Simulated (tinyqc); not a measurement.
Inside a calculation. Model: gate-all-around wire, scale length and short-channel effects.

Program tinyqc, `OMP_NUM_THREADS=1 python tinyqc.py 2420148 2420149 out.jsonl`; Intel Xeon 2.30GHz, shared host, one thread, about 0.02 s. Printed values are rounded.

A round wire of diameter ts in an insulator shell of thickness ti under a surrounding gate. Below threshold the potential that source and drain add obeys Laplace's equation and vanishes on the gate. Its lowest mode decays along the channel as exp(-k y); k is the smallest positive root of the matching condition at the interface, and the scale length is Lambda = pi/k.

Inputs (values chosen for the exercise); permittivities: semiconductor close to that of germanium, insulator close to that of aluminium oxide:

| symbol | value | unit | meaning |
|---|---|---|---|
| T | 300 | K | temperature |
| eps_r | 15.8 |  | relative permittivity of the semiconductor |
| ei | 8.81 |  | relative permittivity of the insulator |
| ti | 3.5 | nm | insulator thickness |
| ts | 12 | nm | wire diameter |
| L | 30 | nm | channel length |
| Vbi | 0.91 | V | potential of the source |
| sT | 0.69 | V | potential of the barrier top at threshold |
| VTL | 0.38 | V | long-channel threshold |
| m | 1 |  | long-channel body factor |
| Vds | 0.6 | V | drain voltage |

Constants: q = 1.602176634e-19 C, kB = 1.380649e-23 J/K, Vt = kB T/q. Results are converted to the units shown.

## Scan of the matching condition

k, point 0 to 7 (1/nm): 0.03125  0.0625  0.09375  0.125  0.15625  0.1875  0.21875  0.25

f(k) = ei J0(u)[J1(u) Y0(v) - Y1(u) J0(v)] - eps_r J1(u)[J0(u) Y0(v) - Y0(u) J0(v)], u = k ts/2, v = u + k ti.

f(k), point 0 to 7: 29.0667  13.2932  7.5467  4.3737  2.2993  0.8406  -0.2057  -0.9421

The first change of sign lies between k = 0.1875 and 0.21875 1/nm.

## Iteration 1: decay constant by Newton steps

k at the start = 0.1875 1/nm

f(k) = ei J0(u)[J1(u) Y0(v) - Y1(u) J0(v)] - eps_r J1(u)[J0(u) Y0(v) - Y0(u) J0(v)], u = k ts/2, v = u + k ti; f' by a central difference with +/- 1e-5 1/nm; k(new) = k - f/f'.

f = 0.840605
f' = -39.3589 nm
k after iteration 1 = 0.208857 1/nm

## Iteration 2: decay constant by Newton steps

As before.

f = 0.0882991
f' = -31.3550 nm
k after iteration 2 = 0.211674 1/nm

## Course of the iteration: decay constant by Newton steps

Stop when k changes by less than 1e-10 1/nm, or after 30 iterations.

Course of the iteration:
```
iteration  k (1/nm)  |change| (1/nm)
1          0.208857           0.0214
2          0.211674          2.82e-3
3          0.211718          4.40e-5
4          0.211718          1.06e-8
5          0.211718          < 1e-14
```

Converged in 5 iterations. At the end the number of correct digits about doubles with each step.

## Scale length against simple estimates

k = 0.211718 1/nm

Lambda = pi/k and l = 1/k. A parabolic potential across the structure gives l(parabolic) = sqrt([2 eps_r ts^2 ln(1 + 2 ti/ts) + ei ts^2]/(16 ei)).

Lambda = 14.8386 nm
l = 4.72327 nm
l(parabolic) = 4.88205 nm

The parabolic estimate is 3.4 % above l.

## Threshold shift, barrier position and swing

Along the channel psi(y) = s + a exp(y/l) + b exp(-y/l) with psi(0) = Vbi, psi(L) = Vbi + Vds and l = 1/k = Lambda/pi; with A = Vbi - s, B = A + Vds, x = exp(-L/l): a = (B - A x) x/(1 - x^2), b = (A - B x)/(1 - x^2). The minimum is s + 2 sqrt(a b), at y = (l/2) ln(b/a). The long-channel potential follows the gate as s = sT + (Vg - VTL)/m, and the threshold VT is the gate voltage at which the minimum equals sT. Swing = m Vt ln 10/g at threshold, g = d(minimum)/ds = 1 - (b x + a)/((1 + x) sqrt(a b)).

s at threshold = 0.650698 V
a = 0.00149791 V
b = 0.257804 V
position of the minimum = 12.1580 nm
VT = 0.340698 V
swing = 66.0622 mV/decade

The threshold lies 39.3 mV below the long-channel value, and the barrier top sits at 0.41 L from the source.
